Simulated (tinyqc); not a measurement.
Wafer bonding and layer transfer: bond energy, gap closing, particles, bonding of dissimilar wafers and hydrogen blisters: one step, computed by the program tinyqc.

gamma is the energy per area of each of the two surfaces; plates are isotropic.

Task: Heating a pair with different expansion. M = E/(1 - nu), misfit e = (alpha_2 - alpha_1) dT. Curvature k = 6 M1 M2 t1 t2 (t1 + t2) e/[M1^2 t1^4 + M2^2 t2^4 + 2 M1 M2 t1 t2 (2 t1^2 + 3 t1 t2 + 2 t2^2)]; force per width F = k (M1 t1^3 + M2 t2^3)/(6 (t1 + t2)); at the interface s1 = F/t1 + M1 k t1/2, s2 = -F/t2 - M2 k t2/2; stored biaxial energy U = F^2 [1/(M1 t1) + 1/(M2 t2)] + k^2 (M1 t1^3 + M2 t2^3)/12; the pair can part when U > 2 gamma.

Inputs (values chosen for the exercise, for model wafers):
```
quantity                              value        unit
Young's modulus E1                      137         GPa
Young's modulus E2                      106         GPa
Poisson ratio nu                        0.2           -
thickness t1                            300  micrometre
thickness t2                           1000  micrometre
crack length L                         13.3          mm
expansion mismatch alpha_2 - alpha_1  -0.71      1e-6/K
heating dT                              225           K
```

Pair: two different wafers.

bond energy gamma = 0.1370762 J/m^2

Give: curvature; force per width; stress in wafer 1 at the interface; stress in wafer 2 at the interface; stored energy U; largest dT for this gamma.

Result:

curvature = -0.14202 1/m

force per width = -2.4966 kN/m

stress in wafer 1 at the interface = -11.970 MPa

stress in wafer 2 at the interface = 11.905 MPa

stored energy U = 0.39884 J/m^2

largest dT for this gamma = 186.54 K

U exceeds 2 gamma: the pair can debond; the bond strengthens on heating, so slow ramps or thinning one wafer first help. Caution: the crack is short against the thickness, so root rotation and shear add to the beam formula.
